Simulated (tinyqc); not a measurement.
Frequency dispersion of an accumulation capacitance by border traps, distributed model: one step of the calculation.

Traps spread evenly through the insulator exchange electrons with the semiconductor by tunnelling, with tau(x) = t0 exp(2 ka x) at depth x from the interface. The admittance per area Y seen at depth x obeys dY/dx = -Y^2/(i w eps0 eox) + q Nb ln(1 + i w tau)/tau, with Y(0) = i w Cs and w = 2 pi f; the gate sees Y(tox) = G + i w C. Working variable y = Y/(i w), in uF/cm^2. Cox = eps0 eox/tox.

Problem. Midpoint steps through the active depth. In terms of y: dy/dx = -y^2/(eps0 eox) + s(x), s = q Nb ln(1 + z)/z, z = i w tau. 10 midpoint steps of h = xe/10: y_half = y + (h/2) y'(x, y), y(new) = y + h y'(x + h/2, y_half).

Values chosen for this exercise; permittivity close to that of aluminium oxide:

| symbol | value | unit | meaning |
|---|---|---|---|
| eox | 8.74 |  | relative permittivity of the insulator |
| Cs | 1.5 | uF/cm^2 | semiconductor capacitance in accumulation |
| Nb | 4e19 | cm^-3 eV^-1 | density of border traps |
| ka | 3.3 | 1/nm | decay constant of the wave function in the insulator |
| t0 | 4e-11 | s | time constant of a trap at the interface |
| f | 1e6 | Hz | frequency |
| xe | 2 | nm | depth down to which the steps are taken |

Constants: q = 1.602176634e-19 C, eps0 = 8.8541878128e-14 F/cm where lengths are in cm. Results are converted to the units shown.

Wanted: x; s; y.

Solution.

```
point	x (nm)	s (uF/(cm^2 nm))	y (uF/cm^2)
0	0	0.6409-0.0001i	1.500+0.000i
1	0.2000	0.6409-0.0003i	1.567+0.000i
2	0.4000	0.6409-0.0011i	1.629+0.000i
3	0.6000	0.6408-0.0042i	1.686-0.001i
4	0.8000	0.6404-0.0158i	1.739-0.002i
5	1.000	0.6337-0.0582i	1.786-0.008i
6	1.200	0.5607-0.1811i	1.825-0.028i
7	1.400	0.2976-0.2527i	1.826-0.073i
8	1.600	0.0971-0.1505i	1.777-0.106i
9	1.800	0.0273-0.0634i	1.709-0.115i
10	2.000	0.0074-0.0232i	1.640-0.113i
```

Program tinyqc, `OMP_NUM_THREADS=1 python tinyqc.py 2202021 2202022 out.jsonl`; Intel Xeon 2.30GHz, shared host, one thread, about 0.5 s.
